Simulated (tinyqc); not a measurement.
Inside a calculation. Method: plane-wave Kohn-Sham cycle with exchange-only LDA in a layered model solid. Computed by tinyqc, a small Python program that keeps every step. Settings: points = 16, plane-wave index or count = 2, electrons = 2, k points = 1, area = 14.0, mixing = 1.0, iteration cap = 51, Kerker q0 = 0.88. Command: `OMP_NUM_THREADS=1 python tinyqc.py 27105 27106 out.jsonl` (the two numbers bound the seeds that draw the settings). One thread of a shared host (Intel(R) Xeon(R) Processor @ 2.60GHz), about 0.02 s of CPU time with the checks.

A solid whose potential varies along x alone (atomic units):
```
parameter                      value
period a                   14.800000
cross-section of the cell  14.000000
electrons per cell                 2
grid points                       16
plane waves -n..n, n               2
k points                           1
V1 in V1 cos(2 pi x/a)     -0.720000
V2 in V2 cos(4 pi x/a)     -0.250000
```

Stop when sqrt(dV sum R^2) is below 1e-8, dV = a A/N.

Course of the cycle:
```
iteration  E (hartree)  norm of the residual
1          -1.65462923              2.07e-01
2          -1.29471781              1.47e-01
3          -1.08105321              1.11e-01
4          -0.95225276              8.64e-02
5          -0.87568482              6.57e-02
6          -0.83573270              3.84e-02
7          -0.83343443              5.61e-02
8          -0.84585630              5.15e-02
9          -0.83153049              3.60e-02
10         -0.83737143              4.13e-02
11         -0.83493996              6.96e-02
...                ...                   ...
41         -0.82997539              9.45e-03
42         -0.83011279              1.05e-02
43         -0.83061830              2.30e-02
44         -0.83329127              3.20e-02
45         -0.83523386              7.21e-02
46         -0.85488011              5.92e-02
47         -0.82996449              9.09e-03
48         -0.83008406              9.94e-03
49         -0.83053885              2.16e-02
50         -0.83292354              3.07e-02
51         -0.83503640              7.05e-02
```

Can the last value be used, and what does the course show?

Not by the stop rule. Not converged within 51 iterations: the residual wanders without falling. Reruns (cap 100 unless said): mixing 0.1: not converged; mixing 0.5, Kerker q0 1.0: converged in 65 (E = -0.82985); mixing 0.3, Pulay depth 5: converged in 39 (E = -0.82985); the original settings with a cap of 400: not converged.
